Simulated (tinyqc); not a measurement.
# Site energy and hopping from one surface Green function

Question. A semi-infinite chain with site energy e0 and hopping -t has g_s = 1/(E - e0 - t^2 g_s). Inside the band |g_s| = 1/t and Re g_s = (E - e0)/(2 t^2). Find t and e0.

g_s at E = 0.26 eV = 0.19500000-0.98080324i 1/eV

Answer. t = 1/|g_s|, and e0 = E - 2 t^2 Re g_s.

t = 1.000 eV
e0 = -0.1300 eV

Computed by the program tinyqc: `OMP_NUM_THREADS=1 python tinyqc.py 2680108 2680109 out.jsonl`, one thread of a shared Intel Xeon 2.30GHz, about 0.07 s for the whole run.
